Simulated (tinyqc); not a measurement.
Worked calculation: Lorentz oscillators and the Kramers-Kronig relations. Values are carried at full precision from step to step, so a last printed digit may differ when a step is redone from the rounded ones.

eps(E) = 1 + sum_j S_j/(E0_j^2 - E^2 - i G_j E).

Constants: hbar c = 1973.269805 eV angstrom; hbar^2/2m0 = 3.80998211 eV angstrom^2; e^2/(4 pi eps0) = 14.39964547 eV angstrom.

Inputs chosen for the exercise:

| symbol | value | unit | meaning |
|---|---|---|---|
| E0 | (5.89, 9.35) | eV | resonances |
| G | (0.96, 2.03) | eV | widths |
| S | (62.1, 86.8) | eV^2 | strengths |
| E | 14.35 | eV | photon energy |
| h | 0.5 | eV | grid step |
| M | 40 |  | grid points E_j = j h |
| i | 8 |  | grid index at which eps1 is wanted |

## Dielectric function at one energy

Evaluate each oscillator and the sum.

terms: -0.3603+0.0290i  -0.6907+0.1698i

eps(E) = -0.0511+0.1988i
eps(0) = 3.7829

## Optical constants

n + i k = sqrt(eps1 + i eps2) with k >= 0; R = ((n - 1)^2 + k^2)/((n + 1)^2 + k^2) at normal incidence from vacuum; alpha = 2 E k/(hbar c), times 1e8 for 1/cm; loss function Im(-1/eps) = eps2/(eps1^2 + eps2^2).

Convert eps at the photon energy E into the optical constants.

n = 0.2776
k = 0.3580
R = 0.3692
alpha = 5.21e+05 1/cm
loss function = 4.7187
vacuum wavelength hc/E (hc = 1239.841984 eV nm) = 86.4 nm

The intensity falls to 1/e within 19.2 nm. eps1 is negative, so k exceeds n, as in a metal below its plasma energy; R is 0.37.

## Absorptive part on the grid

Tabulate eps2 at E_j = j h.

eps2(E_j), j = 1 .. M: 0.0367  0.0761  0.1212  0.1766  0.2495  0.3530  0.5134  0.7913  1.3531  2.7685  7.1725  10.6312  4.5512  2.4051  1.9636  2.2548  3.1800  4.4702  4.5849  3.2266  2.0045  1.2787  0.8644  0.6165  0.4593  0.3542  0.2808  0.2277  0.1880  0.1577  0.1339  0.1150  0.0998  0.0872  0.0768  0.0681  0.0608  0.0545  0.0491  0.0444

## eps1 at one grid point

Kramers-Kronig: eps1(E) = 1 + (2/pi) P integral_0^infinity E1 eps2(E1)/(E1^2 - E^2) dE1. Maclaurin rule on the grid E_j = j h, j = 1 .. M: eps1(E_i) = 1 + (4 h/pi) sum over j with j - i odd of E_j eps2(E_j)/(E_j^2 - E_i^2); nothing is added above E_M.

List the terms E_j eps2_j/(E_j^2 - E_i^2) for j - i odd, add them and form eps1.

terms in order of j (1/eV): -0.0012  -0.0132  -0.0640  -0.4792  1.4327  2.7683  1.1270  0.3659  0.4805  0.5866  0.2233  0.0855  0.0409  0.0228  0.0140  0.0093  0.0064  0.0046  0.0034  0.0026

sum = 6.616 1/eV
eps1(E_i) = 5.212

The oscillator formula gives 5.388 at E_i = 4 eV. The rule samples every 2h = 1 eV against a narrowest width of 0.96 eV and stops at 20 eV; coarse sampling and the missing tail make the difference.

## The f-sum on the grid

W(E_M) = (2/pi) h sum_j E_j eps2_j, with half weight on the last point; the full integral equals sum S_j = (hbar omega_p)^2, and the electron density follows from (hbar omega_p)^2 = 8 pi c (e^2/(4 pi eps0)) N with c = hbar^2/2m0.

W(E_M) = 140.30 eV^2
sum S = 148.90 eV^2
share reached on this grid (a step near the line widths can inflate it) = 0.942
hbar omega_p = 12.202 eV
N = 1.08e+23 1/cm^3

## Checks

- The value of eps1 at 14.400 eV from a fine, long grid (with the tail of eps2 ~ 1/E^3 added) against the oscillator formula: both -0.0405.

tinyqc: `OMP_NUM_THREADS=1 python tinyqc.py 1680813 1680814 out.jsonl`; about 0.2 s, one thread, shared Intel(R) Xeon(R) Processor @ 2.30GHz.
